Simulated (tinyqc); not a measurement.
What moves the count of states: density of states of one tight-binding band on the triangular lattice.

E(k) = -2 t (cos 2 pi k1 + cos 2 pi k2 + cos 2 pi (k1 + k2)); k in fractions of the reciprocal vectors, mesh k_i = j/N with j = 0 .. N-1. Densities are per cell and per spin, so the band holds one state.

Each cell of the mesh is cut along (i+1, j)-(i, j+1) into two triangles. For corner energies e1 <= e2 <= e3 and eij = ei - ej, the share of the triangle below E is n = (E - e1)^2/(e21 e31) for e1 < E < e2 and n = 1 - (e3 - E)^2/(e31 e32) for e2 < E < e3; its density of states is g = dn/dE.

Gaussian broadening: g(E) = mean over the mesh of exp(-(E - E_k)^2/(2 sigma^2))/(sigma sqrt(2 pi)), n(E) = mean of erfc((E_k - E)/(sigma sqrt 2))/2.

Values chosen for the exercise:
```
symbol  value  unit  meaning
t       0.51   eV    nearest hopping
E       -1.34  eV    energy at which the density is wanted
sigma   0.051  eV    Gaussian width
```

Linear method and Gaussian sum with N = 48.

Results for these values:
```
case  n linear  g linear (1/eV)  n Gaussian  g Gaussian (1/eV)
base    0.1830           0.1284      0.1841             0.1139
```

What happens to each result for t = 0.561 eV, all else kept?

Answer: n linear rises from 0.1830 to 0.1989; g linear falls from 0.1284 to 0.1204; n Gaussian rises from 0.1841 to 0.1982; g Gaussian rises from 0.1139 to 0.1353.

The same for each parameter in turn:
```
case              n linear  g linear (1/eV)  n Gaussian  g Gaussian (1/eV)
base                0.1830           0.1284      0.1841             0.1139
t = 0.561 eV        0.1989           0.1204      0.1982             0.1353
E = -1.289 eV       0.1896           0.1301      0.1896             0.1060
sigma = 0.102 eV    0.1830           0.1284      0.1835             0.1276
```

(tinyqc, `OMP_NUM_THREADS=1 python tinyqc.py 1650053 1650054 out.jsonl`, Intel(R) Xeon(R) Processor @ 2.30GHz, 1 thread, shared host, about 0.09 s.)
